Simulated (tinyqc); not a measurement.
Configuration-coordinate model of carrier capture at a defect: sweeps and comparisons. A value that a table varies takes the place of the one given here.

Two parabolas of equal curvature k in one coordinate Q: with the carrier free at the band edge, U_f = k Q^2/2; with the carrier trapped, U_t = k (Q - dQ)^2/2 - ET. ER = k dQ^2/2, Huang-Rhys factor S = ER/hw, hw = 0.0646541 sqrt(k/M) eV for k in eV/angstrom^2 and M in u. The curves cross at a height Eb = (ER - ET)^2/(4 ER) above the free minimum.

Multiphonon factor for giving p = ET/hw phonons to the lattice: W = exp(-S (2 nb + 1)) ((nb + 1)/nb)^(p/2) I_p(x), nb = 1/(exp(hw/kT) - 1), x = 2 S sqrt(nb (nb + 1)), I_p the modified Bessel function. Classical limit: W = hw exp(-Eb/kT)/sqrt(4 pi ER kT). At T = 0: exp(-S) S^p/Gamma(p + 1).

Constants: kB = 8.617333262e-05 eV/K.

Values chosen for the exercise (of the size met at a deep level in GaN; the results hold for these values, not for the real material):
- ET = 0.79 eV (thermal depth of the level below the band edge)
- ER = 0.53 eV (relaxation energy)
- hw = 0.05 eV (phonon energy of the mode)
- T = 350 K (temperature)

## Capture against temperature

The local activation energy is -d ln W/d(1/kT), by central differences with T changed by 1 %.

Against T:

| T (K) | kT/hw | log10 W | log10 W, classical | activation energy (eV) |
|---|---|---|---|---|
| 40 | 0.069 | -1.481 | -4.499 | 0.0000 |
| 60 | 0.103 | -1.481 | -3.248 | 0.0000 |
| 80 | 0.138 | -1.481 | -2.641 | 0.0000 |
| 120 | 0.207 | -1.477 | -2.059 | 0.0005 |
| 160 | 0.276 | -1.467 | -1.787 | 0.0016 |
| 220 | 0.379 | -1.444 | -1.582 | 0.0040 |
| 300 | 0.517 | -1.412 | -1.455 | 0.0067 |
| 400 | 0.689 | -1.380 | -1.383 | 0.0081 |
| 550 | 0.948 | -1.353 | -1.343 | 0.0065 |

log10 W at T = 0 = -1.481
Eb = 0.0319 eV

At 40 K log10 W is -1.48, against -1.48 at T = 0 and -4.5 classically; at 550 K the two forms differ by -0.01. The activation energy read from an Arrhenius plot goes from 0.000 eV at 40 K to 0.006 at 550 K, with its largest value 0.008 at 400 K, against Eb = 0.032 eV; the classical form itself gives Eb - kT/2. With so low a barrier the slope says little about it.

## Capture against depth of the level

ET is varied at fixed ER, hw and T, as by moving the band edge with alloying or pressure.

Against ET:

| ET/ER | ET (eV) | Eb (eV) | log10 W | log10 W, classical |
|---|---|---|---|---|
| 0.10 | 0.053 | 0.1073 | -2.370 | -2.498 |
| 0.25 | 0.133 | 0.0745 | -1.914 | -2.026 |
| 0.50 | 0.265 | 0.0331 | -1.369 | -1.429 |
| 0.75 | 0.398 | 0.0083 | -1.071 | -1.072 |
| 1.00 | 0.530 | 0.0000 | -0.995 | -0.952 |
| 1.25 | 0.662 | 0.0083 | -1.115 | -1.072 |
| 1.50 | 0.795 | 0.0331 | -1.408 | -1.429 |
| 2.00 | 1.060 | 0.1325 | -2.443 | -2.860 |
| 3.00 | 1.590 | 0.5300 | -5.938 | -8.584 |

Capture is fastest at ET/ER = 1 among these rows, where the barrier vanishes or nearly so. The classical form is symmetric about ET = ER; the quantum one gives -1.37 at 0.5 and -1.41 at 1.5, against -1.43 for both. At ET = 3 ER it lies 2.6 decades above the classical value: deep levels capture by emitting many phonons, and the rate falls with depth by 6.6 decades per eV between the last two rows. Rows deeper than the gap of the host are formal.

## Phonon side bands at T = 0

Weights exp(-S) S^j/j! of the line with j phonons, S = ER/hw; absorption at ET + j hw, emission at ET - j hw (a dash if negative).

Lines:

| j | weight | absorption (eV) | emission (eV) |
|---|---|---|---|
| 0 | 0.00002 | 0.790 | 0.790 |
| 1 | 0.00026 | 0.840 | 0.740 |
| 2 | 0.00140 | 0.890 | 0.690 |
| 3 | 0.00495 | 0.940 | 0.640 |
| 4 | 0.01311 | 0.990 | 0.590 |
| 5 | 0.02779 | 1.040 | 0.540 |
| 6 | 0.04909 | 1.090 | 0.490 |
| 7 | 0.07433 | 1.140 | 0.440 |
| 8 | 0.09849 | 1.190 | 0.390 |
| 9 | 0.11600 | 1.240 | 0.340 |
| 10 | 0.12296 | 1.290 | 0.290 |
| 11 | 0.11849 | 1.340 | 0.240 |
| 12 | 0.10467 | 1.390 | 0.190 |
| 13 | 0.08534 | 1.440 | 0.140 |

The zero-phonon line holds 0.00249 % of the band and the largest weight falls on j = 10, next to S = 10.60; the lines listed add to 0.8169.

## What each parameter does

Eb, log10 W and the full width 2.35482 sqrt(ER hw coth(hw/2kT)). Each row changes one parameter from the base and keeps the others.

Results:

| case | Eb (eV) | log10 W | full width (eV) |
|---|---|---|---|
| base | 0.0319 | -1.394 | 0.4649 |
| ET = 0.83 eV | 0.0425 | -1.512 | 0.4649 |
| ER = 0.58 eV | 0.0190 | -1.264 | 0.4863 |
| hw = 0.06 eV | 0.0319 | -1.311 | 0.4819 |
| T = 380 K | 0.0319 | -1.385 | 0.4780 |

The largest shifts from the base row, up to three for each result and ties (the steps differ in size, so this ranks the rows, not the parameters). Eb (eV): ER -0.0129, ET +0.0106; unchanged at the printed digits by hw and T. log10 W: ER +0.130, ET -0.118, hw +0.083. full width (eV): ER +0.0214, hw +0.0170, T +0.0131; unchanged at the printed digits by ET.

Program tinyqc; command `OMP_NUM_THREADS=1 python tinyqc.py 1452779 1452780 out.jsonl`; about 0.01 s on one thread of a shared Intel(R) Xeon(R) Processor @ 2.30GHz.
